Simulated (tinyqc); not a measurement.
Six-transistor SRAM cell, nodal equations and margins: effect of the gain factor of the pull-up transistor.

Two cross-coupled inverters (pull-down bn, pull-up bp) hold the nodes Q and QB; access transistors (ba, threshold VTn, gate on the word line at Vdd when selected) join them to the bit lines. Transistor (EKV form, voltages against the body): I = 2 n b Vt^2 [F(vp - Vs) - F(vp - Vd)] from drain to source, F(v) = ln^2(1 + exp(v/(2 Vt))), vp = (Vg - VT + sg |Vd - Vs|)/n. n-channel bodies are at 0; for the p-channel device all voltages are counted down from Vdd. b in uA/V^2 gives I in uA. For an access transistor the bit line is the drain and the node the source. In a read both bit lines are at Vdd. The cell is symmetric (no mismatch).

f(x) is the node voltage of one half-cell for input x: In = Ip in hold, In = Ip + Ia in a read. Static noise margin: side of the largest square between the curve (x, f(x)) and its mirror image (f(y), y); with h(c) the root x of f(x) - x = c, it is the maximum over c > 0 of h(c) - h(-c) + c. Q is the low node in a read and Iread the current of its access transistor. The write trip is the voltage to which the bit line of the high node must fall (the other staying at Vdd) for that state to vanish; higher is easier, and a negative value means that a grounded bit line does not write.

Parameters, values chosen for the exercise: temperature T = 300 K; supply voltage Vdd = 0.75 V; slope factor n = 1.44; drain-induced barrier lowering sg = 0.079; n-channel threshold VTn = 0.26 V; p-channel threshold (magnitude) VTp = 0.38 V; gain factor of the pull-down transistor bn = 180 uA/V^2; gain factor of the access transistor ba = 120 uA/V^2.

Constants: q = 1.602176634e-19 C, kB = 1.380649e-23 J/K, Vt = kB T/q. Results are converted to the units shown.

Effect of the gain factor of the pull-up transistor:
```
bp (uA/V^2)	hold margin (mV)	read margin (mV)	Q in a read (mV)	Iread (uA)	write trip (mV)
30	230.0	93.74	91.23	7.037	281.6
43	239.7	103.5	91.16	7.041	261.7
61	248.8	112.9	91.10	7.044	240.1
88	257.8	122.7	91.07	7.046	214.3
130	266.7	133.0	91.04	7.047	182.2
180	273.3	141.5	91.02	7.048	150.8
```

As bp goes from 30 to 180 uA/V^2, the read margin rises from 93.7 to 142 mV, the write trip falls from 282 to 151 mV and Iread stays near 7.04 uA. The read margin is 0.41 of the hold margin in the first row and 0.52 in the last. Read stability and write ability pull in opposite directions. At bp = 30 uA/V^2 the read margin is under 100 mV, which threshold mismatch, left out here, can use up in a large array.

Computed by the program tinyqc: `OMP_NUM_THREADS=1 python tinyqc.py 2340010 2340011 out.jsonl`, one thread of a shared Intel Xeon 2.30GHz, about 0.1 s for the whole run.
